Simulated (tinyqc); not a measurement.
Classical nucleation, growth and JMAK kinetics of crystallisation from a melt or glass: one step, computed by the program tinyqc.

A spherical nucleus cap on a flat wall with a sharp interface of isotropic energy gamma; lambda = Omega^(1/3) is the jump distance.

Question. Growth velocity. Driving force per volume: dG = H [(T_m - T)/T_m] [2 T/(T_m + T)]. Growth (Wilson-Frenkel): u = (D/lambda) [1 - exp(-dG Omega/(k_B T))]. D = D0 exp(-Q/(k_B T)).

Inputs (values chosen for the exercise, for a model substance):
```
quantity                        value        unit
melting point T_m                1440           K
heat of melting per volume H     2160      J/cm^3
interface energy gamma          0.278       J/m^2
atomic volume Omega              22.1  angstrom^3
temperature T                     928           K
diffusion prefactor D0        8.1e-07       m^2/s
activation energy Q              1.99          eV
contact angle theta                55     degrees
wall area per volume S_v      2.1e+06         1/m
```

Nucleation: on a flat wall. Driving force: Thompson-Spaepen.

Constants: k_B = 8.617333262e-05 eV/K; k_B = 1.380649e-23 J/K.

Give: growth velocity u.

Answer.

growth velocity u = 2.9058e-08 m/s
